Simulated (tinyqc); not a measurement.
Inside a calculation. Method: one-electron ion in a basis of Gaussians. One step of it, computed by the program tinyqc.

Task: Matrices over normalised Gaussians. With p = a_i + a_j and I(k) = Gamma((k+1)/2) / (2 p^((k+1)/2)): S = I(2l+2), T = (2l+3) a_i a_j S / p, V = -Z I(2l+1), each divided by sqrt(S_ii S_jj).

exponents of r^l exp(-a r^2) (1/bohr^2): 0.215400  0.828400  3.187000  12.260000  47.150000

Z = 5

l = 1

Give: S; T; V.

Result:

S:
```
        1       2       3       4       5
1  1.0000  0.5894  0.1655  0.0346  0.0066
2  0.5894  1.0000  0.5892  0.1655  0.0346
3  0.1655  0.5892  1.0000  0.5893  0.1656
4  0.0346  0.1655  0.5893  1.0000  0.5894
5  0.0066  0.0346  0.1656  0.5894  1.0000
```

T (hartree):
```
        1       2       3        4         5
1  0.5385  0.5038  0.1670   0.0367    0.0071
2  0.5038  2.0710  1.9371   0.6421    0.1410
3  0.1670  1.9371  7.9675   7.4525    2.4711
4  0.0367  0.6421  7.4525  30.6500   28.6731
5  0.0071  0.1410  2.4711  28.6731  117.8750
```

V (hartree):
```
         1        2        3         4         5
1  -2.4687  -2.2648  -1.1485   -0.4602   -0.1719
2  -2.2648  -4.8414  -4.4410   -2.2519   -0.9025
3  -1.1485  -4.4410  -9.4960   -8.7109   -4.4179
4  -0.4602  -2.2519  -8.7109  -18.6249  -17.0866
5  -0.1719  -0.9025  -4.4179  -17.0866  -36.5250
```
